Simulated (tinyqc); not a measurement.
What each integral does: Slater-Koster d bands of an fcc metal.

Parameters, chosen for this exercise (out of a larger set: of the size met in Ru; not measured data): dds = -0.908 eV (dd sigma); ddp = 0.599 eV (dd pi); ddd = -0.036 eV (dd delta).

Levels at Gamma, E(t2g) = 3 dds + 4 ddp + 5 ddd, E(eg) = 1.5 dds + 6 ddp + 4.5 ddd, and W = sqrt(12 mu2), the width of a rectangular band with the same second moment mu2 = z (dds^2 + 2 ddp^2 + 2 ddd^2)/5, z = 12.

One parameter was then changed.

Results before and after:
```
case,t2g (eV),eg (eV),W (eV)
base,-0.5080,2.0700,6.6698
changed,-0.5350,2.0457,6.6716
```

Which of these changes was made? (a) ddp = 0.6888 eV; (b) ddd = -0.0414 eV; (c) dds = -0.7718 eV.
Answer: (b) ddd = -0.0414 eV. Of the candidates, run in turn, only this one gives the changed row.

All candidates:
```
case,t2g (eV),eg (eV),W (eV)
base,-0.5080,2.0700,6.6698
dds = -0.7718 eV,-0.0994,2.2743,6.1561
ddp = 0.6888 eV,-0.1488,2.6088,7.1517
ddd = -0.0414 eV,-0.5350,2.0457,6.6716
```

The ratio of the shifts of t2g and eg names the integral: 3 : 1.5 for dds, 4 : 6 for ddp, 5 : 4.5 for ddd.

(tinyqc, `OMP_NUM_THREADS=1 python tinyqc.py 1451509 1451510 out.jsonl`, Intel(R) Xeon(R) Processor @ 2.30GHz, 1 thread, shared host, about 0.08 s.)
